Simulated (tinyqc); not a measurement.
# Voltage drop against the factor on the load at the hot node

A grid of 13 by 13 nodes with segments Rx (rows) and Ry (columns); every node draws I1 and the central node kh I1; pads with resistance Rp sit at the nodes whose row and column are multiples of the pitch, counting from 0. The drops u = Vdd - V follow from G u = i, with G the conductance matrix and i the load currents, solved directly. Here the pitch is 4.

Values chosen for this exercise: supply voltage Vdd = 0.75 V; resistance of a horizontal segment Rx = 0.55 ohm; resistance of a vertical segment Ry = 0.15 ohm; resistance from a pad node to the supply Rp = 0.1 ohm; load current of a node in the large grid I1 = 0.4 mA.

Voltage drop against the factor on the load at the hot node:
```
kh   pads  worst drop (mV)  mean drop (mV)  largest drop at a pad (mV)  largest pad current (mA)  worst drop over Vdd (%)
1      16            1.185          0.8966                      0.5523                     5.523                   0.1579
2      16            1.243          0.9036                      0.5579                     5.579                   0.1658
5      16            1.419          0.9247                      0.5745                     5.745                   0.1892
10     16            1.712          0.9597                      0.6022                     6.022                   0.2282
20     16            2.297           1.030                      0.6576                     6.576                   0.3063
50     16            4.054           1.240                      0.8238                     8.238                   0.5405
100    16            6.981           1.591                       1.101                     11.01                   0.9308
```

The worst drop rises from 1.18 to 6.98 mV and the mean drop rises from 0.897 to 1.59 mV. The drops are linear in the loads, so the mean grows by 0.00701 mV for each unit of kh in every row.

tinyqc, about 0.08 s, one thread, Intel Xeon 2.30GHz (shared host): `OMP_NUM_THREADS=1 python tinyqc.py 2770102 2770103 out.jsonl`
